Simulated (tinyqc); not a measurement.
Leakage currents through a thin dielectric. Inputs raised by 10 %, one at a time. Computed by tinyqc, a small Python program. Command: `OMP_NUM_THREADS=1 python tinyqc.py 3006764 3006765 out.jsonl leak sens`. One thread of a shared host (Intel(R) Xeon(R) Processor @ 2.30GHz), about 0.2 s of CPU time with the checks.

Electrons leave an electrode with Fermi energy E_F above its band bottom; barriers are counted from the Fermi level, and both electrodes are alike. They cross the interlayer first.

Inputs (values chosen for the exercise, modelled on Al2O3):
```
quantity                           value  unit
barrier height phi_B                2.71    eV
tunnelling mass m                   0.34   m_0
static permittivity k               9.04     -
optical permittivity k_o            3.19     -
trap depth phi_t                     1.3    eV
Poole-Frenkel prefactor sigma_0  1.8e-07  S/cm
thickness t                          3.6    nm
electrode Fermi energy E_F          0.25    eV
electrode mass m_e                   0.3   m_0
voltage V                            1.8     V
temperature T                        398     K
interlayer thickness t_i            0.63    nm
interlayer barrier phi_i            3.09    eV
interlayer mass m_i                 0.45   m_0
interlayer permittivity k_i          3.6     -
```

Stack: dielectric on an interlayer.

Constants: m_0 = 9.1093837015e-31 kg; e = 1.602176634e-19 C; hbar = 1.054571817e-34 J s; k_B = 8.617333262e-05 eV/K; k_B = 1.380649e-23 J/K; eps_0 = 8.8541878128e-12 F/m; h = 6.62607015e-34 J s.

Method:
- Fields: F_i = V/(t_i + t k_i/k), F = F_i k_i/k; equivalent oxide thickness 3.9 (t/k + t_i/k_i).
- WKB: a layer of mass m, field F and barrier b(x) = b_0 - e F x gives the exponent (4 sqrt(2 m)/(3 hbar e F)) [b_0^(3/2) - max(b_0 - e F t, 0)^(3/2)] for b_0 > 0; b_0 = barrier - (E - E_F), less e F_i t_i for the second layer; the transmission is D(E) = exp(-sum of exponents), without image force.
- Tsu-Esaki: J = (e m_e k_B T/(2 pi^2 hbar^3)) int D(E) ln[(1 + exp((E_F - E)/k_B T))/(1 + exp((E_F - eV - E)/k_B T))] dE over the normal energy E (its change with the mass at an interface is neglected) from max(0, E_F - 3 eV) to E_F + largest barrier, by 100 Gauss-Legendre points in each part, split at E_F - 0.3 eV (if inside the range) and E_F + 8 k_B T.
- The mean energy weights E - E_F by the integrand.
- Schottky emission J = A T^2 exp(-(phi_B - sqrt(e^3 F/(4 pi k_o eps_0)))/k_B T), A = 4 pi e m k_B^2/h^3 with the tunnelling mass; Poole-Frenkel J = sigma_0 F exp(-(phi_t - sqrt(e^3 F/(pi k_o eps_0)))/k_B T); both use the field F of the dielectric and ignore the interlayer.

Runs; columns: (1) input moved; (2) from; (3) to; (4) tunnel current density (A/cm^2); (5) transmission D(E_F); (6) equivalent oxide thickness (nm); (7) Schottky current density (A/cm^2):
```
(1)                             (2)    (3)         (4)         (5)     (6)         (7)
base run                          -      -  1.0404e-07  2.2620e-15  2.2356  3.2294e-23
barrier height phi_B (eV)      2.71  2.981  1.1126e-08  2.2697e-16  2.2356  1.1954e-26
tunnelling mass m (m_0)        0.34  0.374  2.7554e-08  6.2173e-16  2.2356  3.5523e-23
optical permittivity k_o       3.19  3.509  1.0404e-07  2.2620e-15  2.2356  1.8870e-23
thickness t (nm)                3.6   3.96  5.7185e-09  1.3339e-16  2.3909  2.2056e-23
voltage V (V)                   1.8   1.98  3.1656e-07  7.1375e-15  2.2356  5.6735e-23
temperature T (K)               398  437.8  1.1040e-07  2.2620e-15  2.2356  1.8018e-20
interlayer thickness t_i (nm)  0.63  0.693  5.9316e-08  1.3099e-15  2.3038  2.7182e-23
```

Exponents ln(y'/y) / ln(x'/x):
```
input                     tunnel current density  transmission D(E_F)  equivalent oxide thickness  Schottky current density
barrier height phi_B                     -23.455              -24.123                       0.000                   -82.904
tunnelling mass m                        -13.940              -13.550                       0.000                     1.000
optical permittivity k_o                   0.000                0.000                       0.000                    -5.637
thickness t                              -30.438              -29.700                       0.705                    -4.000
voltage V                                 11.675               12.057                       0.000                     5.913
temperature T                              0.622                0.000                       0.000                    66.355
interlayer thickness t_i                  -5.896               -5.731                       0.316                    -1.808
```

Which inputs matter most for each result?

Among the inputs moved here: tunnel current density answers most in size to thickness t (exponent -30.438), next to barrier height phi_B (-23.455); its exponent is below 0.0005 for optical permittivity k_o. Transmission D(E_F) answers most in size to thickness t (exponent -29.700), next to barrier height phi_B (-24.123); its exponent is below 0.0005 for optical permittivity k_o, temperature T. equivalent oxide thickness answers most in size to thickness t (exponent +0.705), next to interlayer thickness t_i (+0.316); its exponent is below 0.0005 for barrier height phi_B, tunnelling mass m, optical permittivity k_o, voltage V, temperature T. Schottky current density answers most in size to barrier height phi_B (exponent -82.904), next to temperature T (+66.355).
